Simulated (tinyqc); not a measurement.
Worked calculation: coherent potential approximation for a binary alloy with a semi-elliptic band. Values are carried at full precision from step to step, so a last printed digit may differ when a step is redone from the rounded ones.

Site levels eA = -x d (share 1 - x) and eB = (1 - x) d (share x), so that their mean, the virtual crystal, is 0. Pure band: G0(z) = 2 (z - sqrt(z - W) sqrt(z + W))/W^2 with principal roots, density -Im G/pi per site. The medium has a self-energy S(z), G = G0(z - S), z = E + i eta. t_i = (e_i - S)/(1 - (e_i - S) G); the CPA demands <t> = (1 - x) tA + x tB = 0. Iteration: start at S = 0, set S(new) = S + <t>/(1 + <t> G), stop when |<t>| < 1e-9 eV.

Constants: hbar = 6.58211957e-16 eV s.

Parameters, chosen for this exercise: W = 3.7 eV (half width of the pure band); x = 0.22 (fraction of B); d = 1.95 eV (eB - eA); eta = 0.074 eV (broadening); E = -2.25 eV (energy).

## First step: the average t-matrix

With S = 0 form G, tA, tB, <t> and the new S.

eA, eB (eV): [-0.4290, 1.5210]

G = -0.32043-0.41852i 1/eV

tA, tB (eV): [-0.4767-0.0992i, 0.8643-0.3699i]

<t> = -0.1817-0.1588i eV
S after one step = -0.2004-0.1345i eV

## The self-consistent medium

Iterate.

Iterations:
```
i             S (eV)           G (1/eV)  |<t>| (eV)
0            0.00000  -0.32043-0.41852i       0.241
1  -0.20041-0.13445i  -0.27923-0.42106i      0.0121
2  -0.19488-0.12373i  -0.28100-0.42194i    0.000552
3  -0.19487-0.12428i  -0.28095-0.42187i    2.54e-05
4  -0.19488-0.12426i  -0.28095-0.42187i    1.17e-06
5  -0.19488-0.12426i  -0.28095-0.42187i    5.37e-08
6  -0.19488-0.12426i  -0.28095-0.42187i    2.47e-09
7  -0.19488-0.12426i  -0.28095-0.42187i    1.14e-10
```

S = -0.19488-0.12426i eV
G = -0.28095-0.42187i 1/eV

Converged at i = 7. The first step gave -0.2004-0.1345i eV.

## Densities on A and B, and the lifetime

G_i = G/(1 - (e_i - S) G); densities -Im G_i/pi; their weighted sum must be -Im G/pi. Lifetime hbar/(2 |Im S|), which has a meaning only while |Im S| is small against W. Weak-scattering value of S: x (1 - x) d^2 G.

densities (1/eV): on A 0.1588, on B 0.0474, weighted sum 0.1343, medium 0.1343

lifetime = 2.65 fs
weak-scattering S = -0.1833-0.2753i eV

An A site carries the larger density here, by a factor 3.35; the weak-scattering value is 66 % from S.

## Checks

- Weighted sum of the partial densities against the density of the medium: both 0.13429.

Program tinyqc; command `OMP_NUM_THREADS=1 python tinyqc.py 1450098 1450099 out.jsonl`; about 0.01 s on one thread of a shared Intel(R) Xeon(R) Processor @ 2.30GHz.
